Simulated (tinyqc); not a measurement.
p-n heterojunction, non-linear Poisson equation by Newton steps, Boltzmann statistics: two steps of the calculation.

One dimension, material 1 (p-type) at x < 0 and material 2 (n-type) at x > 0. Band edges: Ec = -psi in material 1 and -psi + dEc in material 2, Ev = Ec - Eg. Flat quasi-Fermi levels: 0 for holes, +V for electrons. n = Nc F((EFn - Ec)/Vt), p = Nv F((Ev - EFp)/Vt), with F(eta) = exp(eta) (Boltzmann statistics); full ionisation, no interface charge, classical densities; the doping types are chosen for the exercise.

Inputs (values chosen for the exercise); band and dielectric values close to those of CdS and CdTe: temperature T = 300 K; band gap of material 1 Eg1 = 2.45 eV; relative permittivity of material 1 er1 = 8.99; conduction-band density of states of material 1 Nc1 = 2.18e18 cm^-3; valence-band density of states of material 1 Nv1 = 1.82e19 cm^-3; band gap of material 2 Eg2 = 1.51 eV; relative permittivity of material 2 er2 = 10.1; conduction-band density of states of material 2 Nc2 = 8.15e17 cm^-3; valence-band density of states of material 2 Nv2 = 1.8e19 cm^-3; conduction-band offset Ec2 - Ec1 dEc = 0.1 eV; acceptor density of material 1 N1 = 1.7e18 cm^-3; donor density of material 2 N2 = 1.1e17 cm^-3; bias of side 1 against side 2 V = -1.9 V.

Constants: q = 1.602176634e-19 C, kB = 1.380649e-23 J/K, Vt = kB T/q, eps0 = 8.8541878128e-14 F/cm where lengths are in cm. Results are converted to the units shown.

Task 1. Densities, residual and Jacobian diagonal. n_i = Nc F(a_n), a_n = (V - Ec_i)/Vt; p_i = Nv F(a_p), a_p = (Ec_i - Eg)/Vt; rho_i = p_i - n_i + C_i with C = -N1 or +N2; g_i = (n_i + p_i)/Vt. Box widths w_i = (h_(i-1) + h_i)/2 in cm. Residual F_i = a_i (psi_(i+1) - psi_i) - a_(i-1) (psi_i - psi_(i-1)) + q rho_i w_i; Jacobian: a_(i-1) and a_i beside the diagonal, b_i = -a_(i-1) - a_i - q g_i w_i on it. The two end nodes are fixed.

| node | x (nm) | psi after iteration 1 (V) | material |
|---|---|---|---|
| 0 | -54.7 | -2.3887103 | 1 |
| 1 | -32.2 | -1.9390902 | 1 |
| 2 | -18.6 | -1.4256686 | 1 |
| 3 | -10.4 | -0.9907238 | 1 |
| 4 | -5.38 | -0.6884118 | 1 |
| 5 | -2.37 | -0.4992329 | 1 |
| 6 | -0.55 | -0.3834230 | 1 |
| 7 | 0.55 | -0.3132790 | 2 |
| 8 | 3.77 | -0.1089936 | 2 |
| 9 | 13.2 | 0.4533914 | 2 |
| 10 | 40.8 | 1.4627877 | 2 |
| 11 | 122 | 1.9219508 | 2 |
| 12 | 358 | 1.9482260 | 2 |

| interval | coupling a_i (F/cm^2) |
|---|---|
| 0 | 3.5377399e-7 |
| 1 | 5.8528786e-7 |
| 2 | 9.7072132e-7 |
| 3 | 1.5856404e-6 |
| 4 | 2.6444900e-6 |
| 5 | 4.3735796e-6 |
| 6 | 7.6570446e-6 |
| 7 | 2.7772452e-6 |
| 8 | 9.4832764e-7 |
| 9 | 3.2401195e-7 |
| 10 | 1.1013214e-7 |
| 11 | 3.7892922e-8 |

psi_L = -2.3887103 V
psi_R = 1.9482260 V

Wanted: n; p; residual F; diagonal b.

Result 1.

| node | n (cm^-3) | p (cm^-3) |
|---|---|---|
| 0 | 1.956e-54 | 1.700e18 |
| 1 | 6.992e-47 | 4.755e10 |
| 2 | 2.949e-38 | 112.7 |
| 3 | 5.976e-31 | 5.563e-6 |
| 4 | 7.162e-26 | 4.642e-11 |
| 5 | 1.079e-22 | 3.081e-14 |
| 6 | 9.520e-21 | 3.492e-16 |
| 7 | 1.121e-21 | 6.779 |
| 8 | 3.031e-18 | 0.002508 |
| 9 | 8.497e-9 | 8.947e-13 |
| 10 | 7.698e8 | 9.876e-30 |
| 11 | 3.981e16 | 1.910e-37 |
| 12 | 1.100e17 | 6.911e-38 |

| node | residual F (1e-7 C/cm^2) | diagonal b (F/cm^2) |
|---|---|---|
| 1 | -3.502 | -9.391e-7 |
| 2 | -1.752 | -1.556e-6 |
| 3 | -1.229 | -2.556e-6 |
| 4 | -0.884 | -4.230e-6 |
| 5 | -0.596 | -7.018e-6 |
| 6 | -0.092 | -1.203e-5 |
| 7 | 0.341 | -1.043e-5 |
| 8 | -0.229 | -3.726e-6 |
| 9 | -1.736 | -1.272e-6 |
| 10 | -1.806 | -4.341e-7 |
| 11 | 1.288 | -4.061e-6 |

Task 2. Check against the first integral. Exact first integral: on each side D^2/(2 eps0 er) = G, G = q [Vt (nI_j - nI_b) + Vt (pI_j - pI_b) - C (psi_j - psi_b)], with C = -N1 or +N2, b the neutral end of that side, and nI, pI the densities themselves. D is continuous, so er1 G1(psi_j) = er2 G2(psi_j) fixes psi_j. Ends from Nv1 F((-psi_L - Eg1)/Vt) = N1 and Nc2 F((V + psi_R - dEc)/Vt) = N2. D is counted positive when psi rises towards material 2.

Wanted: psi_j; D; psi_j - psi_L; psi_R - psi_j; Ec1 - EFn at the interface; Ec2 - EFn at the interface.

Result 2.

psi_j = -1.431 V
D = 635.7 nC/cm^2
psi_j - psi_L = 0.9579 V
psi_R - psi_j = 3.379 V
Ec1 - EFn at the interface = 3.331 eV
Ec2 - EFn at the interface = 3.431 eV

Material 2 takes 77.9 % of the bending.

Range of the model: At the interface a carrier density exceeds a fifth of the band density of states, where Boltzmann statistics overestimate it.

Numbers from tinyqc (`OMP_NUM_THREADS=1 python tinyqc.py 2040109 2040110 out.jsonl`; about 0.1 s on one thread of a shared Intel Xeon 2.30GHz).
